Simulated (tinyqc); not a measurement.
# Deep-level transient spectroscopy (DLTS) of one majority-carrier trap, step by step

A worked calculation. Computed by tinyqc, a small Python program that keeps every step. Command: `OMP_NUM_THREADS=1 python tinyqc.py 3015672 3015673 out.jsonl dlts walk`. One thread of a shared host (Intel(R) Xeon(R) Processor @ 2.30GHz), about 0.06 s of CPU time with the checks. Intermediate numbers are printed to about 6 digits and carried at full precision; extremes and crossings named in words are read from the listed rows.

A filling pulse loads the traps in a one-sided junction; under reverse bias they empty at the rate e, and the capacitance relaxes as C(t) = C_0 - dC exp(-e t). The signal is S = [C(t_2) - C(t_1)]/dC.

Inputs (values chosen for the exercise, with mass and screening modelled on InP): density-of-states mass m = 0.607 m_0; valleys M = 1; trap depth E_t = 0.439 eV; cross-section sigma_0 = 3e-15 cm^2; degeneracy ratio g = 1; gate time t_1 = 0.0004 s; ratio t_2/t_1 = 10; temperature T = 196 K; doping N = 7e+16 cm^-3; trap density N_t = 6.5e+15 cm^-3; dielectric constant eps = 12.1; built-in voltage V_b = 1 V; reverse bias V_r = 3 V; diode area = 0.001 cm^2; capture barrier E_b = 0.024 eV.

Carriers: holes. Extra term: capture barrier.

Constants: k_B = 8.617333262e-05 eV/K; k_B = 1.380649e-23 J/K; m_0 = 9.1093837015e-31 kg; h = 6.62607015e-34 J s; eps_0 = 8.8541878128e-12 F/m; e = 1.602176634e-19 C.

## Emission rate at T

e = g sigma v N_b exp(-E/k_B T), v = sqrt(3 k_B T/m), N_b = 2 M (2 pi m k_B T/h^2)^(3/2), sigma = sigma_0 exp(-E_b/k_B T), E = E_t.

thermal velocity v = 1.21169e+07 cm/s

N_b = 6.26697e+18 cm^-3

sigma = 7.24445e-16 cm^2

E = 0.439 eV

emission rate e = 0.283387 1/s

## Rate window and signal

S(e) = exp(-e t_1) - exp(-e t_2) peaks at the rate window e_0 = ln(t_2/t_1)/(t_2 - t_1).

rate window e_0 = 639.607 1/s

peak height S_max = 0.696837

signal at T = 0.00101956

At this T the trap empties slower than the window, by a factor 2260: the point lies on the low-temperature side of the peak.

## Peak temperature and width

T_p solves e(T) = e_0 (bisection between 15 and 1500 K); the half-height points solve S = S_max/2 on either side.

peak temperature T_p = 264.773 K

lower half-height point = 246.804 K

upper half-height point = 282.676 K

full width = 35.8724 K

The width is 13.5 % of T_p, and E_t is 19.2 k_B T_p.

## Peaks for six windows

t_1 is scaled by 0.1, 0.3, 1, 3, 10 and 30 at fixed t_2/t_1; each T_p by bisection.

Arrhenius data:
```
t_1 (s)  e_0 (1/s)  T_p (K)  1/(k_B T_p) (1/eV)  ln(e_0/T_p^2)
0.00004    6396.07  295.104             39.3235       -2.61122
0.00012    2132.02  279.849             41.4670       -3.60368
0.00040     639.61  264.773             43.8282       -4.69689
0.00120     213.20  252.312             45.9927       -5.69909
0.00400      63.96  239.887             48.3750       -6.80207
0.01200      21.32  229.533             50.5572       -7.81243
```

## Arrhenius fit

Least squares of ln(e_0/T_p^2) on 1/(k_B T_p): slope -E_a, intercept ln(gamma sigma_a) with gamma = v N_b/T^2 = sqrt(3 k_B/m) 2 M (2 pi m k_B/h^2)^(3/2). For comparison, the slope of ln e_0 alone.

apparent depth E_a = 0.463000 eV

intercept = 15.5955

gamma = 1.97668e+21 cm^-2 s^-1 K^-2

apparent cross-section = 3.00000e-15 cm^2

slope without T^2 = 0.507693 eV

The apparent depth is 0.4630 eV against E_t = 0.439 eV, and the apparent cross-section is 1.000 times sigma_0: the capture barrier adds to the slope, so the true depth needs a separate measurement of capture. Leaving out the T^2 factor overstates the slope by 45 meV, about 2 k_B T_p.

## Signal size and trap density

W = sqrt(2 eps eps_0 (V_b + V_r)/(e N)), C_0 = eps eps_0 area/W. The pulse goes to zero bias, W_0 = W(V_r = 0). Traps within lambda = sqrt(2 eps eps_0 (E_t - E_F)/(e^2 N)) of the depletion edge stay filled, with E_F = k_B T_p ln(N_b/N) from the band, N_b = 2 M (2 pi m k_B T_p/h^2)^(3/2) (dopants taken as fully ionised). dC = C_0 (N_t/2N) f, f = [(W - lambda)^2 - max(W_0 - lambda, 0)^2]/W^2. The simple estimate is 2 N dC/C_0.

depletion width W = 0.276444 micrometre

C_0 = 38.7549 pF

lambda = 0.0789389 micrometre

f = 0.464449

transient amplitude dC = 835.699 fF

simple estimate of N_t = 3.01892e+15 cm^-3

The simple estimate finds 46 % of the traps. Caution: N_t is not very small against the doping, so the transient is not exactly a single exponential.

Checks made by the program: the maximum of S(T) on a fine grid against T_p (relative difference below 1e-10).
